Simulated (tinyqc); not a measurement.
# X-ray photoelectron analysis of a thin oxide on a semiconductor: attenuation lengths, thickness, angle series and band offsets, step by step

A worked calculation. Computed by tinyqc, a small Python program that keeps every step. Command: `OMP_NUM_THREADS=1 python tinyqc.py 3110936 3110937 out.jsonl xps walk`. One thread of a shared host (Intel(R) Xeon(R) Processor @ 2.30GHz), about 0.01 s of CPU time with the checks. Intermediate numbers are printed to about 7 digits and carried at full precision; extremes and crossings named in words are read from the listed rows.

The same element is seen in the oxide and in the substrate, at nearly the same kinetic energy; films are flat and uniform, and the work function is ignored.

Inputs (values chosen for the exercise, modelled on SiO2 on silicon):
```
quantity                                           value     unit
photon energy                                     1486.6       eV
binding energy of the core level                    99.4       eV
oxide density                                       2.25   g/cm^3
oxide formula mass                                 60.08    g/mol
valence electrons per oxide formula                   16        -
oxide gap                                           8.91       eV
substrate density                                   2.33   g/cm^3
substrate formula mass                             28.09    g/mol
valence electrons per substrate formula                4        -
substrate gap                                       1.12       eV
oxide thickness d                                    5.5       nm
emission angle from the normal                         0  degrees
attenuation length over inelastic mean free path    0.95        -
carbon overlayer                                    0.19       nm
counts in the two peaks together                   10000        -
valence band offset used to make the data           4.52       eV
core level less valence band top, substrate        98.96       eV
core level less valence band top, thick oxide      98.46       eV
field in the oxide                                  0.29    MV/cm
```

## Inelastic mean free paths

TPP-2M: lambda = E/(E_p^2 [b ln(c E) - C/E + D/E^2]) in angstrom, E_p = 28.8 sqrt(N_v rho/M), b = -0.10 + 0.944/sqrt(E_p^2 + E_g^2) + 0.069 rho^0.1, c = 0.191/sqrt(rho), U = N_v rho/M, C = 1.97 - 0.91 U, D = 53.4 - 20.8 U, with E = photon energy less binding energy in eV. Attenuation length L = factor x lambda.

kinetic energy E = 1387.2 eV

Terms:
```
layer      E_p (eV)           b          c  lambda (nm)
oxide      22.29353  0.01414860  0.1273333     3.865822
substrate  16.58917  0.03186580  0.1251283     3.089761
```

L in the oxide = 3.672531 nm

L in the substrate = 2.935273 nm

## Peak ratio

R_0 = (rho_o/M_o) L_o/((rho_s/M_s) L_s); peak ratio R = I_ox/I_sub = R_0 [exp(d/(L_o cos theta)) - 1]; hence d = L_o cos theta ln(1 + R/R_0). A carbon layer weakens both peaks alike, by exp(-d_C/(L_o cos theta)) if its L is taken equal to L_o. This R_0 leaves out intrinsic losses from the substrate peak, so calibrated values can be larger.

R_0 = 0.5648920

d/(L_o cos theta) = 1.497605

ratio R = 1.960722

oxide share of the counts = 0.6622445

attenuation by carbon = 0.9495801

depth 3 L_o cos theta = 11.01759 nm

## Error budget of the thickness

With x = d/(L_o cos theta): d ln d/d ln R = (1 - exp(-x))/x = -d ln d/d ln R_0; counting error of R = 1/sqrt(N f (1 - f)), f the oxide share, which times the sensitivity gives that of d; an angle error adds tan(theta) d theta; d is proportional to L_o at fixed R_0. Assumed errors: 5 % in R_0, 1 degree, 5 % in L_o.

sensitivity to R = 0.5183843

counting error of d = 1.096078 %

R_0 = 2.591921 %

angle = 0 %

L_o = 5 %

The attenuation length is the largest of these terms.

## Angle series: uniform film or islands?

Islands: half of the surface carries 2 d and half none, R = R_0 (1/2)(1 - t)/(1/2 + t/2) with t = exp(-2 d/(L_o cos theta)); the apparent thickness is read with the uniform formula.

Against the angle:
```
theta (degrees)  R, uniform  R, islands  apparent d, islands (nm)
0                    1.9607   0.5110660                  2.366330
20                   2.2155   0.5201059                  2.252496
35                   2.9504   0.5364516                  2.008537
45                   4.1316   0.5487802                  1.762714
55                   7.1247   0.5588278                  1.448762
65                  18.9761   0.5639487                  1.074522
75                 183.4800   0.5648814                  0.658842
```

A uniform film gives d = 5.5 nm at every angle. The island film of the same volume reads 2.37 nm at normal emission and 0.659 nm at 75 degrees; its ratio cannot pass R_0, since the bare half always shows the substrate.

## Band offsets by core levels

Valence band offset = (E_core - E_v)(substrate) - (E_core - E_v)(oxide) + (core level separation at the interface, oxide less substrate). The separation is made here from the given offset; a uniform field F that raises the binding energy towards the surface shifts the oxide peak by e F <z>, <z> = d/(1 - exp(-x)) - d/x, x = d/(L_o cos theta), being the mean distance from the interface. Conduction band offset = oxide gap - substrate gap - valence band offset.

separation without field = 4.02 eV

<z> = 3.412042 nm

separation with field = 4.118949 eV

apparent valence band offset = 4.618949 eV

true conduction band offset = 3.27 eV

apparent conduction band offset = 3.171051 eV

The field biases both offsets by 0.099 eV, in opposite directions.

Checks made by the program: thickness recovered (relative difference below 1e-10).
